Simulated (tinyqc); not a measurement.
# Coupling and lever arm from microwave spectroscopy

Inverse problem. A charge qubit absorbs at h f = sqrt(ep^2 + 4 tc^2), ep = al (V - V0). Find al, V0 and tc.

Constants: q = 1.602176634e-19 C, h = 6.62607015e-34 J s. Results are converted to the units shown.

gate voltage (mV): [0.4745, 0.667, 0.821]
resonance frequency Om/h (GHz): [12.094300, 10.815740, 17.448442]

Solution. (h f)^2 is a parabola in V: its curvature gives al, its vertex V0 and 4 tc^2.

al = 0.260 eV/V
V0 = 0.590 mV
tc = 20.0 ueV

Computed by the program tinyqc: `OMP_NUM_THREADS=1 python tinyqc.py 2470114 2470115 out.jsonl`, one thread of a shared Intel Xeon 2.30GHz, about 0.01 s for the whole run.
